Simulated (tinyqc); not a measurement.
Inside a calculation. Method: one-electron ion in a basis of Gaussians. One step of it, computed by the program tinyqc.

Question. Generalised eigenproblem. Solve H C = S C e through S^(-1/2); each column has its largest component positive (the first on a tie).

H = T + V (hartree):
$$\begin{pmatrix}
-1.390580 & -1.568759 & -1.475355 & -1.178940 \\
-1.568759 & -1.637250 & -1.850867 & -2.357688 \\
-1.475355 & -1.850867 & 1.909485 & 2.129200 \\
-1.178940 & -2.357688 & 2.129200 & 26.590020
\end{pmatrix}$$

S:
$$\begin{pmatrix}
1.000000 & 0.693883 & 0.295285 & 0.105530 \\
0.693883 & 1.000000 & 0.694073 & 0.295368 \\
0.295285 & 0.694073 & 1.000000 & 0.694019 \\
0.105530 & 0.295368 & 0.694019 & 1.000000
\end{pmatrix}$$

Give: eigenvalues of S; eigenvalues; coefficients.

Answer.

eigenvalues of S: [0.1047, 0.3677, 1.0957, 2.4319]

eigenvalues (hartree): [-1.9926, 0.1176, 8.4942, 53.4933]

coefficients:
$$\begin{pmatrix}
0.4235 & 1.3098 & -0.5813 & -0.2170 \\
0.5607 & -1.1169 & 1.5679 & 0.7037 \\
0.1342 & -0.0579 & -1.5155 & -1.4828 \\
0.0326 & -0.0375 & 0.0396 & 1.5089
\end{pmatrix}$$

For Z = 2 and l = 0 the exact lowest level is -Z^2/(2 n^2) with n = l + 1: -2.000000 hartree.
